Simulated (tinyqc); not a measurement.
From results back to parameters: thin-body film or fin with hard walls, valleys of the Ge type. Two cases, with inputs chosen for the exercise.

Problem. In a hard-walled film E_1 = c (pi/t)^2/m_z, c = hbar^2/2m0. The splitting between the lowest levels of two valley groups, on the (110) face, was computed from a hidden thickness.

Constants: hbar^2/2m0 = 3.80998211 eV angstrom^2.

Case 1.

Values chosen (out of a larger set: near those of Ge; not measured data): m_za = 0.2229 m0 (heavier confinement mass); m_zb = 0.082 m0 (lighter one).

splitting = 250.756 meV

Case 2.

Values chosen (out of a larger set: near those of Ge; not measured data): m_za = 0.2253 m0 (heavier confinement mass); m_zb = 0.083 m0 (lighter one).

splitting = 35.327 meV

Find: t; lower level.

Solution. t = pi sqrt(c (1/m_zb - 1/m_za)/splitting).

Case 1.

t = 34.0 angstrom
lower level = 0.1459 eV

Case 2.

t = 90.0 angstrom
lower level = 0.0206 eV

Computed by tinyqc, one run a case: `OMP_NUM_THREADS=1 python tinyqc.py N N+1 out.jsonl` with N = 1281719, 1282480; one thread of a shared Intel(R) Xeon(R) Processor @ 2.30GHz, about 0.01 s a run at most.
